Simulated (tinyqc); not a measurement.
Hall factor, magnetoresistance and optical conductivity for a power-law relaxation time: one step, computed by the program tinyqc. Command: `OMP_NUM_THREADS=1 python tinyqc.py 3000251 3000252 out.jsonl magneto walk`. One thread of a shared host (Intel(R) Xeon(R) Processor @ 2.30GHz), about 0.01 s of CPU time with the checks.

One spherical parabolic band, tau(E) = tau_0 x^s with x = E/(k_B T). Landau quantisation is left out.

Question. Response at frequency f. <y> = int y x^(3/2) f (1 - f) dx / int x^(3/2) f (1 - f) dx, f = 1/(1 + exp(x - eta)). Integrals over x = E/(k_B T) use 160 Gauss-Legendre points in u = sqrt(x) from 0 to sqrt(max(eta, 0) + 45). sigma(w) = (n e^2/m) <tau/(1 - i w tau)>, w = 2 pi f; eps = eps_inf + i sigma/(eps_0 w); N = sqrt(eps); absorption coefficient 2 w Im N/c; reflectivity |(N - 1)/(N + 1)|^2; plasma frequency sqrt(n e^2/(eps_inf eps_0 m))/(2 pi).

Inputs (values chosen for the exercise, with a mass close to that of electrons in GaN):
```
quantity,value,unit
effective mass m,0.19,m_0
exponent s,-0.5,-
tau_0,190,fs
reduced Fermi level eta,-5,-
temperature T,300,K
frequency f,2.1,THz
background permittivity eps_inf,9.89,-
```

density n = 1.397005e+16 1/cm^3

Constants: e = 1.602176634e-19 C; m_0 = 9.1093837015e-31 kg; eps_0 = 8.8541878128e-12 F/m; c = 299792458 m/s.

Give: sigma(w); permittivity; refractive index; absorption coefficient; reflectivity; plasma frequency.

Answer.

sigma(w) = 0.658+1.155i S/cm

permittivity = 8.901+0.563i

refractive index = 2.985+0.094i

absorption coefficient = 83.06 1/cm

reflectivity = 0.2485

plasma frequency = 0.7742 THz
